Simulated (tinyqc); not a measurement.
Choosing the offset: vacuum evaporation: vapour pressure, source flux, thickness distribution, purity and step coverage. Computed by tinyqc, a small Python program. Command: `OMP_NUM_THREADS=1 python tinyqc.py 3110875 3110876 out.jsonl evap walk`. One thread of a shared host (Intel(R) Xeon(R) Processor @ 2.30GHz), about 0.01 s of CPU time with the checks.

Molecular flow, unit sticking of the metal, no re-evaporation. The background gas is taken as water vapour (18.015 g/mol, collision diameter 0.37 nm) at 300 K.

Inputs (values chosen for the exercise, modelled on copper, with constants for the liquid): directionality n = 1; source-to-wafer distance h = 45 cm; wafer radius R = 7.5 cm.

Method. Rotating wafer, source offset by s and facing upwards: thickness at radius r is the mean over the angle a of (1 + (r^2 + s^2 - 2 r s cos a)/h^2)^(-(n + 3)/2), by 360 equal steps; non-uniformity (max - min)/(max + min) over 21 radii from 0 to R. The curvature at the centre vanishes at s/h = sqrt(2/(n + 3)).

Against the offset:
```
s/h  centre thickness  edge over centre  non-uniformity (%)
0.0            1.0000            0.9467              2.7392
0.2            0.9246            0.9542              2.3425
0.4            0.7432            0.9721              1.4152
0.5            0.6400            0.9819              0.9109
0.6            0.5407            0.9911              0.4478
0.7            0.4504            0.9989              0.0533
0.8            0.3718            1.0053              0.2628
0.9            0.3052            1.0101              0.5026
1.1            0.2047            1.0160              0.7920
```

What does the comparison show, and why?

The best row, s/h = 0.7, has 0.053 % against 2.7 % on the axis, at the price of a rate lower by a factor 2.22; the small-wafer optimum is sqrt(2/(n + 3)) = 0.71.

Extremes, crossings and ranges named in words are read from the listed rows.
